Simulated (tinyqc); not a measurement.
Electromigration in a confined line: Blech product, Korhonen stress evolution and Black's law: one step, computed by the program tinyqc. Command: `OMP_NUM_THREADS=1 python tinyqc.py 3027485 3027486 out.jsonl emigr walk`. One thread of a shared host (Intel(R) Xeon(R) Processor @ 2.30GHz), about 0.01 s of CPU time with the checks.

The electron wind pushes atoms from the cathode (x = 0) to the anode (x = L); blocking ends build a back stress (tension positive). The input rho is taken not to change with temperature. d sigma/dt = d/dx [kappa (d sigma/dx + G)], with zero flux at both ends and sigma = sigma_0 at t = 0.

Task: Stress along the line. sigma(x, t) = sigma_0 + G L [1/2 - x/L - 4 sum_(m odd) cos(m pi x/L) exp(-m^2 pi^2 s)/(m pi)^2], s = t/tau, summed to m = 399. Steady state: sigma_0 + G L (1/2 - x/L). Take x/L = 0, 0.1, 0.2, 0.3, 0.4, 0.6, 0.8 and 1.

Inputs (values chosen for the exercise, close to those used for ruthenium lines):
```
quantity                            value  unit
critical stress sigma_c               440   MPa
initial stress sigma_0                200   MPa
line length L                          84    um
test temperature T                    340     C
time as a fraction of L^2/kappa, s  0.021     -
```

Start: thermal stress.

stress gradient G = 89.06217 MPa/um

Give: Stress (MPa).

Result:

Stress (MPa):
```
x/L  at time s  steady state
0.0     1423.3        3940.6
0.1      818.0        3192.5
0.2      467.4        2444.4
0.3      297.3        1696.2
0.4      228.1         948.1
0.6      171.9        -548.1
0.8      -67.4       -2044.4
1.0    -1023.3       -3540.6
```

Caution: stresses above sigma_c are formal, since a void forms first.
